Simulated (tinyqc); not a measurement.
# Electron mobility of a polar semiconductor by Rode's iterative solution of the Boltzmann equation, step by step

A worked calculation. Computed by tinyqc, a small Python program that keeps every step. Command: `OMP_NUM_THREADS=1 python tinyqc.py 3022139 3022140 out.jsonl rode walk`. One thread of a shared host (Intel(R) Xeon(R) Processor @ 2.30GHz), about 0.01 s of CPU time with the checks. Intermediate numbers are printed to about 5 digits and carried at full precision; extremes and crossings named in words are read from the listed rows.

The distribution is f(E) + e F l(E) (-df/dE) cos(theta) for a weak field F, theta counted from the force; l(E) is a mean free path. Elastic processes enter by their momentum rate, polar optical phonons by out- and in-scattering terms. One valley only: where upper valleys lie close, measured mobilities are lower. The density n is prescribed, even where a narrow-gap material would have more intrinsic carriers.

Inputs (values chosen for the exercise, for a model polar semiconductor):
```
quantity                               value    unit
effective mass m                        0.18     m_0
non-parabolicity alpha                  0.25    1/eV
static permittivity eps_s               11.8       -
high-frequency permittivity eps_inf      6.6       -
density rho                             3760  kg/m^3
sound velocity v_l                      7840     m/s
acoustic deformation potential D_A       6.8      eV
optical phonon energy hbar w            98.4     meV
electron density n                   3.8e+16  1/cm^3
compensation ratio C                       0       -
temperature T                            250       K
grid points per phonon energy s           10       -
iteration cap                            200       -
```

Band: Kane. Elastic processes: acoustic, impurity.

Constants: k_B = 8.617333262e-05 eV/K; m_0 = 9.1093837015e-31 kg; e = 1.602176634e-19 C; hbar = 1.054571817e-34 J s; eps_0 = 8.8541878128e-12 F/m; k_B = 1.380649e-23 J/K; hbar = 6.582119569e-16 eV s.

## Fermi level and screening

Kane band: hbar^2 k^2/(2 m) = E (1 + alpha E), speed v = hbar k/(m (1 + 2 alpha E)), states per spin, volume and energy g(E) = m k (1 + 2 alpha E)/(2 pi^2 hbar^2); overlap factors are set to 1. Masses are multiplied by m_0 and all formulas are in SI units. The reduced Fermi level eta = E_F/(k_B T) solves n = 2 Z int g f dE with f = 1/(1 + exp(x - eta)) (Z = 1 unless valleys are given); screening length L_s = sqrt(eps_s eps_0 k_B T/(e^2 dn/deta)), dn/deta = 2 Z int g f (1 - f) dE. Integrals over x = E/(k_B T) use 160 Gauss-Legendre points in u = sqrt(x) from 0 to sqrt(max(eta, 0) + 32). N_I = n (1 + C)/(1 - C).

reduced Fermi level eta = -3.6583

screening length L_s = 19.313 nm

ionised impurity density N_I = 3.80e+16 1/cm^3

## Rates on one ladder of the grid

Phonon occupation N_q = 1/(exp(hbar w/(k_B T)) - 1). Acoustic deformation potential (elastic, equipartition, absorption and emission together): 1/tau = 2 pi k_B T D_A^2 g(E)/(hbar rho v_l^2). Singly charged impurities, momentum relaxation: 1/tau = N_I e^4 m (1 + 2 alpha E) Phi/(8 pi (eps_s eps_0)^2 hbar^3 k^3), with alpha = 0 for a parabolic band. Brooks-Herring: Phi = ln(1 + b) - b/(1 + b), b = 4 k^2 L_s^2. Polar optical, unscreened: W = e^2 w (1/eps_inf - 1/eps_s) m (1 + 2 alpha E') ln|(k + k')/(k - k')| / (4 pi eps_0 hbar^2 k), times N_q for absorption (E' = E + hbar w) and N_q + 1 for emission (E' = E - hbar w > 0), with alpha = 0 for a parabolic band; mean cosine of the angle <cos> = (k^2 + k'^2)/(2 k k') - 1/ln|(k + k')/(k - k')|. Energy grid E_j = (j + 1/2) hbar w/s, j = 0, 1, ..., up to (max(eta, 0) + 18) k_B T, so that E_j +/- hbar w are grid points; l = 0 beyond the grid; integrals are sums times the spacing. With f' = f(E'): out-scattering S_o = sum over absorption and emission of W (1 - f')/(1 - f); nu = sum of elastic rates; the in-scattering weights are c+ = W_abs <cos> (1 - f')/(1 - f) for E' = E + hbar w and c- likewise for emission.

Points j = s/2, s/2 + s, ... (the first seven rungs, or as many as the grid holds), rates in 1e12/s:
```
E (meV)     v (m/s)      nu     S_o       c+      c-
54.12    3.1878e+05  0.9055   1.020  0.41152   0.000
152.52   5.1685e+05  0.8621  55.876  0.51608  22.169
250.92   6.4141e+05  1.0630  68.130  0.54664  36.623
349.32   7.3345e+05  1.2844  70.868  0.55976  42.263
```

Points one phonon energy apart are coupled only to each other, so the grid falls into s independent ladders.

## The first two iterations on one ladder of the grid

Iteration: l_new(E) = [v(E) + c+ l(E + hbar w) + c- l(E - hbar w)]/(nu + S_o), from l = 0.

l after iteration 1 (nm): 165.59  9.11  9.27  10.17

l after iteration 2 (all rungs but the last shown) (nm): 167.54  73.89  14.17

In-scattering lengthens l on the lowest rung by 1.2 % and on the second by 711.2 % in this step.

## The whole iteration

mu = e sum g v l f (1 - f) / (3 k_B T sum g f) over the grid; stop when mu changes by less than 1e-8 of itself.

Course of the iteration:
```
iteration  mu (cm^2/(V s))  relative change
1                   3795.8       1.0000e+00
2                   3893.4       2.5064e-02
3                   4173.5       6.7117e-02
4                   4180.7       1.7078e-03
5                   4206.4       6.1095e-03
6                   4207.0       1.4820e-04
7                   4209.5       6.0751e-04
...                    ...              ...
10                  4209.9       1.4643e-06
11                  4209.9       6.9144e-06
12                  4209.9       1.5673e-07
13                  4209.9       7.7154e-07
14                  4209.9       1.7297e-08
15                  4209.9       8.7871e-08
16                  4209.9       1.9533e-09
```

mobility mu = 4209.9 cm^2/(V s)

iterations = 16

Converged in 16 iterations; mu rises at every step, from 3796 to 4210, since each step returns more of the forward-scattered current.

## Approximations against the iterative solution

Self-energy RTA: l = v/(nu + S_o), the first iteration. Momentum RTA: l = v/(nu + S_o - c+ v(E + hbar w)/v - c- v(E - hbar w)/v), listed only where the denominator is positive on the whole grid. The polar-only value solves the same system with nu = 0; the elastic value takes l = v/nu.

Mobilities:
```
method                              mu (cm^2/(V s))  deviation (%)
iterative solution                           4209.9           0.00
self-energy RTA                              3795.8          -9.84
momentum RTA                                 5593.2          32.86
polar phonons alone, exact                   9751.1         131.62
elastic processes alone                      8666.9         105.87
Matthiessen's rule on the last two           4588.5           8.99
```

self-energy RTA mobility = 3795.8 cm^2/(V s)

polar-phonon mobility = 9751.1 cm^2/(V s)

elastic mobility = 8666.9 cm^2/(V s)

error of the self-energy RTA = -9.8360 %

The self-energy RTA is 9.8 % low: it counts every polar event as a full loss of current, a small error because at hbar w >> k_B T a carrier lifted above hbar w has a very short free path and returns little current. Here hbar w/k_B T = 4.57. Matthiessen's rule is 9.0 % high. The momentum RTA deviates by +32.9 %.

Checks made by the program: iterated mobility against a direct solution of the banded linear system (relative difference 1e-08).
